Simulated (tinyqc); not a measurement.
Frequency dispersion of an accumulation capacitance by border traps, distributed model: one step of the calculation.

Traps spread evenly through the insulator exchange electrons with the semiconductor by tunnelling, with tau(x) = t0 exp(2 ka x) at depth x from the interface. The admittance per area Y seen at depth x obeys dY/dx = -Y^2/(i w eps0 eox) + q Nb ln(1 + i w tau)/tau, with Y(0) = i w Cs and w = 2 pi f; the gate sees Y(tox) = G + i w C. Working variable y = Y/(i w), in uF/cm^2. Cox = eps0 eox/tox.

Task. Capacitance and conductance at the gate. Beyond xe the traps are ignored, so 1/y(tox) = 1/y(xe) + (tox - xe)/(eps0 eox); C = Re y, G/w = -Im y, loss tangent G/(w C).

Values chosen for this exercise; permittivity close to that of aluminium oxide: relative permittivity of the insulator eox = 8.35; insulator thickness tox = 7.1 nm; depth down to which the steps are taken xe = 2.1 nm.

Constants: eps0 = 8.8541878128e-14 F/cm where lengths are in cm. Results are converted to the units shown.

y at xe = 1.9492503-0.1580257i uF/cm^2

Give: y at the gate; C; G/w; loss tangent.

Result.

y at the gate = 0.8422-0.0293i uF/cm^2
C = 0.8422 uF/cm^2
G/w = 0.02934 uF/cm^2
loss tangent = 0.03484

Computed by the program tinyqc: `OMP_NUM_THREADS=1 python tinyqc.py 2202230 2202231 out.jsonl`, one thread of a shared Intel Xeon 2.30GHz, about 0.5 s for the whole run.
